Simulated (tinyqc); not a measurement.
On-chip power grid, static voltage drop by conjugate gradients: one step of the calculation.

A grid of 4 rows and 3 columns, node k = 3 row + column. Neighbours in a row are joined by Rx, in a column by Ry; pad nodes, which reach the supply through Rp: 0. Each node draws I0, node 8 draws kh I0. The drops u = Vdd - V solve G u = i, with G the conductance matrix (1/Rp added on the diagonal at pad nodes).

Question. Conjugate-gradient step. q = G p; a = (r.r)/(p.q); u(new) = u + a p; r(new) = r - a q; b = (r.r)(new)/(r.r); p(new) = r(new) + b p.

Parameters, values chosen for the exercise:

| symbol | value | unit | meaning |
|---|---|---|---|
| Rx | 0.29 | ohm | resistance of a horizontal segment |
| Ry | 0.48 | ohm | resistance of a vertical segment |
| Rp | 0.11 | ohm | resistance from a pad node to the supply |

u after iteration 1 (mV):
```
           col 0      col 1      col 2
row 0  0.1962205  0.1962205  0.1962205
row 1  0.1962205  0.1962205  0.1962205
row 2  0.1962205  0.1962205  1.5697639
row 3  0.1962205  0.1962205  0.1962205
```

r after iteration 1 (mA):
```
            col 0      col 1       col 2
row 0  -0.7838226  1.0000000   1.0000000
row 1   1.0000000  1.0000000   3.8615487
row 2   1.0000000  5.7363565  -2.4594539
row 3   1.0000000  1.0000000   3.8615487
```

p after iteration 1 (mA):
```
           col 0      col 1      col 2
row 0  0.2347400  2.0185626  2.0185626
row 1  2.0185626  2.0185626  4.8801113
row 2  2.0185626  6.7549191  5.6890468
row 3  2.0185626  2.0185626  4.8801113
```

Give: q; a; u after iteration 2; r after iteration 2; b; p after iteration 2.

Answer.

q (mA S):
```
         col 0    col 1   col 2
row 0   -7.733    6.151  -5.962
row 1    3.716  -19.735  14.144
row 2  -16.332   39.743  -0.305
row 3    0.000  -19.735   8.182
```

a = 0.28388 ohm

u after iteration 2 (mV):
```
        col 0   col 1   col 2
row 0  0.2629  0.7692  0.7692
row 1  0.7692  0.7692  1.5816
row 2  0.7692  2.1138  3.1847
row 3  0.7692  0.7692  1.5816
```

r after iteration 2 (mA):
```
         col 0    col 1    col 2
row 0   1.4115  -0.7461   2.6923
row 1  -0.0550   6.6022  -0.1535
row 2   5.6363  -5.5456  -2.3729
row 3   1.0000   6.6022   1.5388
```

b = 2.2060

p after iteration 2 (mA):
```
        col 0   col 1   col 2
row 0   1.929   3.707   7.145
row 1   4.398  11.055  10.612
row 2  10.089   9.356  10.177
row 3   5.453  11.055  12.305
```

tinyqc, about 0.3 s, one thread, Intel Xeon 2.30GHz (shared host): `OMP_NUM_THREADS=1 python tinyqc.py 2770201 2770202 out.jsonl`
